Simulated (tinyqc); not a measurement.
Resistance of a source-drain extension with a graded tip: one step of the calculation.

y runs along the channel, the gate covers y > 0. The doping is N0 for y < y0 and N0 10^(-(y - y0)/la) beyond, uniform over the depth xj. Sheet conductance s(y) = q mu(N) max(N - Nch, 0) xj + (for y > 0) ma Cox Vo, with mu(N) = u0 + (u1 - u0)/(1 + (N/Nr)^au) and Cox = eps0 eox/tox. Current is taken as one-dimensional; depletion of the tip, spreading and the contact are left out. The metallurgical junction lies at yj, where N = Nch.

Question. Resistance of the overlapped part. Midpoint rule on 8 equal steps from 0 to yj: R_ov = sum h/s(y), per width.

Parameters, values chosen for the exercise; mobility law close to that of electrons in silicon: relative permittivity of the gate insulator (close to aluminium oxide) eox = 9.21; insulator thickness tox = 7.8 nm; active doping of the extension far from the gate N0 = 1.5e20 cm^-3; lateral abruptness la = 5.9 nm/decade; position under the gate where the fall begins (gate edge at 0) y0 = 4.9 nm; depth of the extension xj = 12 nm; channel doping Nch = 1.6e18 cm^-3; gate overdrive Vo = 0.33 V; mobility of the gate-induced layer ma = 230 cm^2/(V s); mobility at low doping u1 = 1414 cm^2/(V s); mobility at high doping u0 = 68.5 cm^2/(V s); reference doping Nr = 9.2e16 cm^-3; exponent au = 0.711.

Constants: q = 1.602176634e-19 C, eps0 = 8.8541878128e-14 F/cm where lengths are in cm. Results are converted to the units shown.

Give: y; N; doped conductance; sheet resistance; R_ov.

Answer.

| point | y (nm) | N (cm^-3) | doped conductance (uS) | sheet resistance (ohm/square) |
|---|---|---|---|---|
| 0 | 1.033 | 1.500e20 | 2153 | 448.0 |
| 1 | 3.100 | 1.500e20 | 2153 | 448.0 |
| 2 | 5.167 | 1.352e20 | 1951 | 492.5 |
| 3 | 7.234 | 6.033e19 | 922.9 | 997.7 |
| 4 | 9.301 | 2.693e19 | 447.1 | 1899 |
| 5 | 11.37 | 1.202e19 | 219.0 | 3352 |
| 6 | 13.43 | 5.365e18 | 100.8 | 5550 |
| 7 | 15.50 | 2.395e18 | 28.91 | 9237 |

R_ov = 46.35 ohm um

Computed by the program tinyqc: `OMP_NUM_THREADS=1 python tinyqc.py 2282198 2282199 out.jsonl`, one thread of a shared Intel Xeon 2.30GHz, about 0.04 s for the whole run.
